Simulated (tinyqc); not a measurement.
# Capacitance measurement on a leaky thin oxide: effects of series resistance and leakage: two studies

The device is a capacitance C in parallel with a leakage conductance G, in series with Rs and Ls. An impedance meter reports either a parallel pair (Cp, Gp) from Y = 1/Z = Gp + i w Cp or a series pair (Cs, Rm) from Z = Rm + 1/(i w Cs); w = 2 pi f, dissipation D = Gp/(w |Cp|).

Values chosen for this exercise; values of the order met in thin-oxide MOS capacitors: relative permittivity of the gate insulator (close to silicon dioxide) eox = 3.9; insulator thickness tox = 1.5 nm; gate area A = 400 um^2; oxide-equivalent thickness added by the accumulation layer zc = 0.49 nm; oxide-equivalent thickness added by gate depletion zp = 0 nm; gate leakage current density, not matched to the thickness Jg = 0.21 A/cm^2; voltage for an e-fold rise of the leakage Vs = 0.42 V; series resistance Rs = 8.1 ohm; series inductance Ls = 0 nH; measuring frequency f = 1e6 Hz.

Constants: eps0 = 8.8541878128e-14 F/cm where lengths are in cm. Results are converted to the units shown.

Each table varies one quantity; the others keep the values above.

## Readings against frequency

EOT = 3.9 tox/eox; CET = EOT + zc + zp; C = 3.9 eps0 A/CET; G = Jg A/Vs. Z = Rs + i w Ls + 1/(G + i w C); CET read from Cp = 3.9 eps0 A/Cp; errors under 0.001 % are printed as 0.

The same in every row: C (pF) = 6.9410.

Results:

| f (Hz) | Cp (pF) | Cs (pF) | D | error of Cp (%) | error of Cs (%) | CET read from Cp (nm) |
|---|---|---|---|---|---|---|
| 1000 | 6.9407 | 14604 | 45.860 | -3.24e-3 | 2.10e5 | 1.9901 |
| 3000 | 6.9407 | 1628.9 | 15.287 | -3.24e-3 | 2.34e4 | 1.9901 |
| 10000 | 6.9407 | 152.92 | 4.5860 | -3.24e-3 | 2100 | 1.9901 |
| 30000 | 6.9407 | 23.160 | 1.5287 | -3.24e-3 | 234 | 1.9901 |
| 1e5 | 6.9407 | 8.4007 | 0.45864 | -3.24e-3 | 21.0 | 1.9901 |
| 3e5 | 6.9407 | 7.1032 | 0.15297 | -3.24e-3 | 2.34 | 1.9901 |
| 1e6 | 6.9407 | 6.9556 | 0.046214 | -3.25e-3 | 0.210 | 1.9901 |
| 1e7 | 6.9407 | 6.9411 | 0.0081186 | -4.49e-3 | 2.10e-3 | 1.9901 |
| 3e7 | 6.9400 | 6.9410 | 0.012126 | -0.0145 | 0 | 1.9903 |

Estimate the missing row, f = 3e6 Hz.

Computed row:

| f (Hz) | Cp (pF) | Cs (pF) | D | error of Cp (%) | error of Cs (%) | CET read from Cp (nm) |
|---|---|---|---|---|---|---|
| 3e6 | 6.9407 | 6.9426 | 0.016347 | -3.35e-3 | 0.0234 | 1.9901 |

With this row back in the table: D goes from 45.9 through a minimum of 0.00812 (at f = 1e7 Hz among the rows listed) to 0.0121; without inductance its minimum lies at f = sqrt(G (1 + G Rs)/Rs)/(2 pi C) = 1.14e7 Hz. The error of Cp goes from -0.00324 to -0.0145 % and that of Cs from 2.10e5 to 0 %; at low frequency Cp tends to C/(1 + G Rs)^2 and Cs grows as 1 + (G/(w C))^2. One of the two readings is within 2 % of C for f = 1000, 3000, 10000, 30000, 1e5, 3e5, 1e6, 3e6, 1e7, 3e7 Hz. For f = 1000, 3000, 10000, 30000 D exceeds 1, where the accuracy of real meters degrades in proportion to sqrt(1 + D^2).

## Effect of the gate leakage current density, not matched to the thickness

Same model as above.

The same in every row: C (pF) = 6.9410.

Effect of the gate leakage current density, not matched to the thickness:

| Jg (A/cm^2) | Cp (pF) | Cs (pF) | D | error of Cp (%) | error of Cs (%) | CET read from Cp (nm) |
|---|---|---|---|---|---|---|
| 1e-5 | 6.9410 | 6.9410 | 3.5544e-4 | 0 | 0 | 1.9900 |
| 0.0001 | 6.9410 | 6.9410 | 3.7509e-4 | 0 | 0 | 1.9900 |
| 0.001 | 6.9410 | 6.9410 | 5.7163e-4 | 0 | 0 | 1.9900 |
| 0.02 | 6.9409 | 6.9411 | 0.0047208 | 0 | 1.91e-3 | 1.9900 |
| 0.2 | 6.9408 | 6.9542 | 0.044030 | -3.10e-3 | 0.191 | 1.9901 |
| 2 | 6.9388 | 8.2650 | 0.43718 | -0.0309 | 19.1 | 1.9906 |
| 30 | 6.9090 | 304.85 | 6.5669 | -0.461 | 4290 | 1.9992 |
| 300 | 6.6305 | 29798 | 67.030 | -4.47 | 4.29e5 | 2.0832 |

What does the comparison show?

As Jg goes from 1e-5 to 300, the error of Cp goes from 0 to -4.47 %, that of Cs from 0 to 4.29e5 %, and D rises from 3.55e-4 to 67.0. The CET read from Cp goes from 1.99 to 2.08 nm against the true 1.99 nm. For Jg = 30, 300 D exceeds 1, where the accuracy of real meters degrades in proportion to sqrt(1 + D^2).

Program tinyqc, `OMP_NUM_THREADS=1 python tinyqc.py 2022175 2022176 out.jsonl`; Intel Xeon 2.30GHz, shared host, one thread, about 0.01 s.
